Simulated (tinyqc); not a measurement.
Six-band hole subbands of a thin body in a field: one step. Its levels. Three cases, with inputs chosen for the exercise.

Question. Diagonalise; the levels come in pairs. Give each pair and its weights on X, Y, Z, summed over spin and averaged over the pair.

Case 1.

H (meV):
```
                  X+                Y+        Z+                X-                Y-        Z-
X+          121.8902  14.9892+14.6667i   14.9892                 0                 0  -14.6667
Y+  14.9892-14.6667i          121.8902   14.9892                 0                 0  14.6667i
Z+           14.9892           14.9892  121.8902           14.6667         -14.6667i         0
X-                 0                 0   14.6667          121.8902  14.9892-14.6667i   14.9892
Y-                 0                 0  14.6667i  14.9892+14.6667i          121.8902   14.9892
Z-          -14.6667         -14.6667i         0           14.9892           14.9892  121.8902
```

Case 2.

H (meV):
```
                  X+                Y+        Z+                X-                Y-        Z-
X+           55.5409  38.4485+14.3333i         0                 0                 0  -14.3333
Y+  38.4485-14.3333i           55.5409         0                 0                 0  14.3333i
Z+                 0                 0   46.4628           14.3333         -14.3333i         0
X-                 0                 0   14.3333           55.5409  38.4485-14.3333i         0
Y-                 0                 0  14.3333i  38.4485+14.3333i           55.5409         0
Z-          -14.3333         -14.3333i         0                 0                 0   46.4628
```

Case 3.

H (meV):
```
                  X+                Y+        Z+                X-                Y-        Z-
X+          232.7179  28.8791+14.3333i         0                 0                 0  -14.3333
Y+  28.8791-14.3333i          232.7179         0                 0                 0  14.3333i
Z+                 0                 0  225.8993           14.3333         -14.3333i         0
X-                 0                 0   14.3333          232.7179  28.8791-14.3333i         0
Y-                 0                 0  14.3333i  28.8791+14.3333i          232.7179         0
Z-          -14.3333         -14.3333i         0                 0                 0  225.8993
```

Give: levels; weights.

Answer.

Case 1.

levels (meV): 92.23  111.03  162.40

weights:
```
   pair 1  pair 2  pair 3
X   0.333   0.333   0.333
Y   0.333   0.333   0.333
Z   0.333   0.333   0.333
```

Case 2.

levels (meV): 10.43  45.38  101.73

weights:
```
   pair 1  pair 2  pair 3
X   0.445   0.099   0.456
Y   0.445   0.099   0.456
Z   0.110   0.803   0.087
```

Case 3.

levels (meV): 196.02  223.64  271.68

weights:
```
   pair 1  pair 2  pair 3
X   0.426   0.139   0.434
Y   0.426   0.139   0.434
Z   0.147   0.721   0.132
```

Computed by tinyqc, one run a case: `OMP_NUM_THREADS=1 python tinyqc.py N N+1 out.jsonl` with N = 1252128, 1252185, 1252304; one thread of a shared Intel(R) Xeon(R) Processor @ 2.30GHz, about 0.4 s a run at most.
